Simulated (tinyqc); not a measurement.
MOS inversion layer, Poisson-Schroedinger loop: course of the self-consistent loop.

Electrons confined at an insulator interface at z = 0, treated as a hard wall; parabolic valleys, Hartree approximation, no image or exchange terms. The depletion charge lies far deeper than the electrons and gives a uniform field q Nd/(eps0 eps_r); the gate balances all charge. Energies are counted from the band edge at the interface.

V0 = q Nd z/(eps0 eps_r) in eV.

Tridiagonal Hamiltonian with psi = 0 one step beyond both ends: H_ii = C (1/m_(i-1/2) + 1/m_(i+1/2))/hz^2 + V0_i + U_i (+ dE for the set B), H_(i,i+1) = -C/(m_(i+1/2) hz^2), C = hbar^2/(2 m0). The lowest 2 level(s) of each valley set are kept, normalised to hz sum |psi|^2 = 1. The mass is the same on all intervals.

Level k holds N_k = D_k Vt ln(1 + exp((EF - E_k)/Vt)) with D = 2 md1 m0 q/(pi hbar^2) for the set A, D = 4 md2 m0 q/(pi hbar^2) for the set B per eV (spin included); EF is fixed by sum N_k = Ns.

n_i = sum_k N_k |psi_k|^2 (converted to cm^-3). Hartree part by Gauss: on the interval before node i the electrons still beyond are S_i = Ns - hz sum_(j<i) n_j, and U_i = U_(i-1) + q S_i hz/(eps0 eps_r) in eV, U_0 = 0 at the interface. Mixing: U(new) = U + a (U(out) - U).

Start from U = 0. Stop when the largest |U(out) - U| is below 1e-7 eV, or after 40 rounds.

Parameters, values chosen for the exercise; masses and permittivity close to those of silicon (100):

| symbol | value | unit | meaning |
|---|---|---|---|
| T | 300 | K | temperature |
| eps_r | 11.9 |  | relative permittivity |
| mz1 | 0.916 | m0 | mass along z of valley set A (2 valley(s)) |
| md1 | 0.191 | m0 | in-plane density-of-states mass of set A |
| mz2 | 0.191 | m0 | mass along z of valley set B (4 valley(s)) |
| md2 | 0.414 | m0 | in-plane density-of-states mass of set B |
| Ns | 7.6e12 | cm^-2 | sheet density of electrons |
| Nd | 7.6e10 | cm^-2 | sheet density of depletion charge |
| dE | 0 | eV | extra shift of set B (strain) |
| hz | 1.1 | nm | mesh step |
| a | 1 |  | mixing factor |

Constants: q = 1.602176634e-19 C, kB = 1.380649e-23 J/K, hbar = 1.054571817e-34 J s, m0 = 9.1093837015e-31 kg, Vt = kB T/q, eps0 = 8.8541878128e-14 F/cm where lengths are in cm, hbar^2/(2 m0) = 0.0380998212 eV nm^2. Results are converted to the units shown.

z, node 1 to 14 (nm): 1.1  2.2  3.3  4.4  5.5  6.6  7.7  8.8  9.9  11  12.1  13.2  14.3  15.4

Course of the iteration:
```
round	level A1 (eV)	EF (eV)	largest |U(out) - U| (eV)
1	0.00888621	-0.0208278	0.850
2	0.188059	0.225910	0.707
3	0.150638	0.121578	0.678
4	0.187911	0.225489	0.678
5	0.151323	0.122336	0.675
6	0.187898	0.225454	0.675
7	0.151381	0.122400	0.675
8	0.187897	0.225451	0.675
9	0.151386	0.122406	0.675
...	...	...	...
32	0.187897	0.225450	0.675
33	0.151386	0.122406	0.675
34	0.187897	0.225450	0.675
35	0.151386	0.122406	0.675
36	0.187897	0.225450	0.675
37	0.151386	0.122406	0.675
38	0.187897	0.225450	0.675
39	0.151386	0.122406	0.675
40	0.187897	0.225450	0.675
```

Did this iteration meet its convergence test, and what does its course show?

No. Not converged within 40 rounds: the residual has levelled off at one value. The lowest level moves up and down in turn: each round overcorrects the one before. Reruns converge within the same cap with Anderson mixing of depth 4 with a = 0.5 (17 rounds) and with plain mixing with a = 0.5 (22 rounds).

Numbers from tinyqc (`OMP_NUM_THREADS=1 python tinyqc.py 2160058 2160059 out.jsonl`; about 1 s on one thread of a shared Intel Xeon 2.30GHz).
